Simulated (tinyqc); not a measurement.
# Worked calculation: illuminated p-n diode, drift-diffusion by the Gummel loop with Scharfetter-Gummel fluxes

tinyqc, about 0.8 s, one thread, Intel Xeon 2.30GHz (shared host): `OMP_NUM_THREADS=1 python tinyqc.py 2240090 2240091 out.jsonl` Printed values are rounded.

Abrupt junction at x = 0, p side from -Lp, n side to Ln, ohmic contacts. psi is counted from the intrinsic level; n = ni exp((psi - phin)/Vt), p = ni exp((phip - psi)/Vt). Contacts: p side psi = V - Vt ln(Na/ni), p = Na, n = ni^2/Na; n side psi = Vt ln(Nd/ni), n = Nd, p = ni^2/Nd. Constant mobilities, D = mu Vt, Boltzmann statistics, SRH recombination through a mid-gap level, U = (n p - ni^2)/(tp (n + ni) + tn (p + ni)). Current is positive from the p contact to the n contact.

Values chosen for this exercise; band and dielectric values close to those of cadmium telluride:

| symbol | value | unit | meaning |
|---|---|---|---|
| T | 300 | K | temperature |
| Eg | 1.49 | eV | band gap |
| eps_r | 10.4 |  | relative permittivity |
| Nc | 7.84e17 | cm^-3 | conduction-band density of states at T |
| Nv | 1.82e19 | cm^-3 | valence-band density of states at T |
| Na | 2.3e17 | cm^-3 | acceptor density of the p side |
| Nd | 1.2e16 | cm^-3 | donor density of the n side |
| mun | 550 | cm^2/(V s) | electron mobility |
| mup | 65 | cm^2/(V s) | hole mobility |
| tn | 4e-8 | s | SRH lifetime of electrons |
| tp | 2e-9 | s | SRH lifetime of holes |
| G | 8e20 | cm^-3 s^-1 | uniform generation rate |
| V | 0.74 | V | bias of the p contact |

Constants: q = 1.602176634e-19 C, kB = 1.380649e-23 J/K, Vt = kB T/q, eps0 = 8.8541878128e-14 F/cm where lengths are in cm. Results are converted to the units shown.

## Intrinsic density and built-in voltage

ni = sqrt(Nc Nv) exp(-Eg/(2 Vt)), Eg in volts; Vbi = Vt ln(Na Nd/ni^2).

ni = 1.152775e6 cm^-3
Vbi = 1.268950 V

## Round 1: Poisson equation

```
node  x (nm)  phin at the start (V)  phip at the start (V)
0      -1200                   0.74                   0.74
1       -682                      0                   0.74
2       -381                      0                   0.74
3       -205                      0                   0.74
4       -104                      0                   0.74
5      -44.4                      0                   0.74
6        -10                      0                   0.74
7         10                      0                   0.74
8       57.6                      0                   0.74
9        171                      0                   0.74
10       440                      0                   0.74
11      1080                      0                   0.74
12      2600                      0                      0
```

With phin and phip held, solve a_i (psi_(i+1) - psi_i) - a_(i-1) (psi_i - psi_(i-1)) + q w_i (p_i - n_i + C_i) = 0 for the inner nodes by Newton steps to convergence; a_i = eps0 eps_r/h_i, h_i = x_(i+1) - x_i, w_i = (h_(i-1) + h_i)/2, C = -Na or +Nd.

```
node    psi (V)  n after Poisson (cm^-3)  p after Poisson (cm^-3)
0     0.0673523              5.777784e-6                   2.3e17
1     0.0673523               1.560322e7              2.300000e17
2     0.0673523               1.560322e7              2.300000e17
3     0.0673524               1.560324e7              2.299997e17
4     0.0673588               1.560712e7              2.299425e17
5     0.0678418               1.590144e7              2.256865e17
6     0.0802549               2.570203e7              1.396286e17
7     0.1730096               9.293479e8              3.861568e15
8     0.3493643              8.527211e11              4.208574e12
9     0.5788521              6.109870e15               5.873676e8
10    0.5961274              1.191913e16               3.010906e8
11    0.5963019              1.199986e16               2.990653e8
12    0.5963022                   1.2e16              1.107409e-4
```

## Round 1: electron continuity

With psi and p held, F_i = (mun Vt/h_i) [n_(i+1) B(d_i) - n_i B(-d_i)], d_i = (psi_(i+1) - psi_i)/Vt, B(d) = d/(exp(d) - 1); solve F_i - F_(i-1) = w_i [(n_i p_i - ni^2)/den_i - G] for the new n, with den = tp (n + ni) + tn (p + ni) taken at the old n and p, h_i = x_(i+1) - x_i, w_i = (h_(i-1) + h_i)/2; phin = psi - Vt ln(n/ni).

```
node  new n (cm^-3)  phin after round 1 (V)
0       5.777784e-6               0.7400000
1       9.701456e10              -0.2258208
2       8.424700e10              -0.2221729
3       5.322633e10              -0.2103016
4       2.757726e10              -0.1932959
5       1.009785e10              -0.1668402
6        1.943132e9              -0.1118225
7        3.444057e9              -0.0338641
8       8.580793e11              -0.0001619
9       6.111286e15              -0.0000060
10      1.192170e16              -0.0000056
11      1.200194e16              -0.0000045
12           1.2e16               0.0000000
```

## Round 1: hole continuity

With psi and the new n held, F_i = (mup Vt/h_i) [p_(i+1) B(-d_i) - p_i B(d_i)], d_i = (psi_(i+1) - psi_i)/Vt, B(d) = d/(exp(d) - 1); solve F_i - F_(i-1) = w_i [(n_i p_i - ni^2)/den_i - G] for the new p, with den = tp (n + ni) + tn (p + ni) taken at the new n and the old p, h_i = x_(i+1) - x_i, w_i = (h_(i-1) + h_i)/2; phip = psi + Vt ln(p/ni).

```
node  new p (cm^-3)  phip after round 1 (V)
0            2.3e17               0.7400000
1       2.300043e17               0.7400005
2       2.300062e17               0.7400007
3       2.300069e17               0.7400008
4       2.299501e17               0.7400009
5       2.256942e17               0.7400009
6       1.396335e17               0.7400009
7       3.861723e15               0.7400010
8       4.234402e12               0.7401582
9       4.284588e10               0.8508977
10      4.972144e11               0.9315469
11      1.087650e12               0.9519571
12      1.107409e-4               0.0000000
```

## Course of the Gummel loop

Stop when phin and phip change by less than 1e-8 V, or after 80 rounds. J = Jn at the p contact + Jp at the n contact + q sum w_i U_i - q G sum w_i over the inner nodes, which avoids differences of large majority fluxes: Jn = (q mun Vt/h_0)[n_1 B(d_0) - n_0 B(-d_0)], Jp = (q mup Vt/h_last)[p_(N-1) B(d_last) - p_N B(-d_last)], d_i = (psi_(i+1) - psi_i)/Vt, B(d) = d/(exp(d) - 1), w_i = (h_(i-1) + h_i)/2.

Course of the iteration:
```
round   J (A/cm^2)  largest change of phin, phip (V)
1      -0.01812930                             0.226
2      -0.01811527                           2.74e-5
3      -0.01811524                           1.64e-6
4      -0.01811524                           3.47e-9
```

Converged in 4 rounds.

## Recombination and current

```
node  converged psi (V)  converged n (cm^-3)  converged p (cm^-3)
0             0.0673523          5.777784e-6               2.3e17
1             0.0673528          9.701456e10          2.300001e17
2             0.0673530          8.424725e10          2.300001e17
3             0.0673532          5.322656e10          2.299998e17
4             0.0673597          2.757741e10          2.299425e17
5             0.0678427          1.009792e10          2.256865e17
6             0.0802557           1.943149e9          1.396290e17
7             0.1730101           3.444040e9          3.861655e15
8             0.3493637          8.580000e11          4.234524e12
9             0.5788484          6.110003e15          4.286758e10
10            0.5961247          1.191963e16          4.975424e11
11            0.5963014          1.200094e16          1.088890e12
12            0.5963022               1.2e16          1.107409e-4
```

U_i as defined. J = Jn at the p contact + Jp at the n contact + q sum w_i U_i - q G sum w_i over the inner nodes, which avoids differences of large majority fluxes: Jn = (q mun Vt/h_0)[n_1 B(d_0) - n_0 B(-d_0)], Jp = (q mup Vt/h_last)[p_(N-1) B(d_last) - p_N B(-d_last)], d_i = (psi_(i+1) - psi_i)/Vt, B(d) = d/(exp(d) - 1), w_i = (h_(i-1) + h_i)/2.

U, node 0 to 12 (cm^-3 s^-1): 0  2.425364e18  2.106181e18  1.330664e18  6.894352e17  2.524480e17  4.857871e16  8.610099e16  2.123486e19  2.143078e19  2.485637e20  5.434590e20  0
Jn at the p contact = 0.004266487 A/cm^2
Jp at the n contact = 0.001928641 A/cm^2
recombination = 0.01133486 A/cm^2
generation = 0.03564523 A/cm^2
J = -0.01811524 A/cm^2

A 500-node mesh gives J = -0.01744 A/cm^2; this mesh differs from it by -6.8e-4 A/cm^2 (-3.9 %).
